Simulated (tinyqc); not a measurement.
## Film and buried-oxide thickness from two coupling ratios

Inverse problem. In a depleted film -dVT/dVb is k1 = Cs Cbox/(Cox (Cs + Cbox)) for a front channel and k2 = Cbox (Cox + Cs)/(Cox Cs) for a back channel, with Cox = eps0 eox/tox, Cs = eps0 eps_r/ts, Cbox = 3.9 eps0/tb. Find ts and tb.

Parameters, values chosen for the exercise; band and dielectric values close to those of silicon: relative permittivity eps_r = 11.9; relative permittivity of the gate insulator (close to silicon dioxide) eox = 3.9; insulator thickness tox = 1.8 nm.

coupling ratios for a front and a back channel: [0.079687500, 0.35490196]

Solution. With y = Cox/Cs and z = Cox/Cbox, 1/k1 = y + z and k2 = (1 + y)/z, so y = (k2/k1 - 1)/(1 + k2); the thicknesses follow from y and z.

ts = 14.0 nm
tb = 18.0 nm

Numbers from tinyqc (`OMP_NUM_THREADS=1 python tinyqc.py 2190020 2190021 out.jsonl`; about 0.4 s on one thread of a shared Intel Xeon 2.30GHz).
